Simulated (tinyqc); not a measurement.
X-ray reflectivity of a thin film on silicon: critical angles, Parratt recursion, fringes and roughness: one step, computed by the program tinyqc.

n = 1 - delta + i beta; the classical electron radius is r_e = 2.8179403e-6 nm. Layer 0 is vacuum, 1 the film, 2 the substrate.

Question. Reflectivity at one angle. k_j = (2 pi/lambda) sqrt(sin^2 theta - 2 delta_j + 2 i beta_j); r_ij = (k_i - k_j)/(k_i + k_j) x exp(-2 k_i k_j sigma^2) (Nevot-Croce); r = (r_01 + r_12 p)/(1 + r_01 r_12 p), p = exp(2 i k_1 d); R = |r|^2.

Inputs (values chosen for the exercise, modelled on TaN on silicon, copper K-alpha radiation):

| quantity | value | unit |
|---|---|---|
| wavelength lambda | 0.15406 | nm |
| film thickness d | 14.4 | nm |
| roughness of the surface sigma_1 | 0.34 | nm |
| roughness of the interface sigma_2 | 0.65 | nm |
| grazing angle theta | 2.1 | degrees |

Constants:

| layer | rho_e (1/nm^3) | delta | beta | critical angle (degrees) | q_c (1/nm) |
|---|---|---|---|---|---|
| film | 3555.472 | 3.784678e-05 | 3.027743e-06 | 0.4984850 | 0.7096586 |
| substrate | 711.402 | 7.572626e-06 | 1.741704e-07 | 0.2229774 | 0.3174375 |

Give: k_0, k_1, k_2; 1000 r_01; 1000 r_12; p; reflectivity R; q = 4 pi sin(theta)/lambda.

Answer.

k_0, k_1, k_2 (1/nm): 1.494  1.452+0.003i  1.486

1000 r_01 = 8.781-0.734i

1000 r_12 = -1.884+0.191i

p = -0.5118-0.7463i

reflectivity R = 9.809e-05

q = 4 pi sin(theta)/lambda = 2.989 1/nm
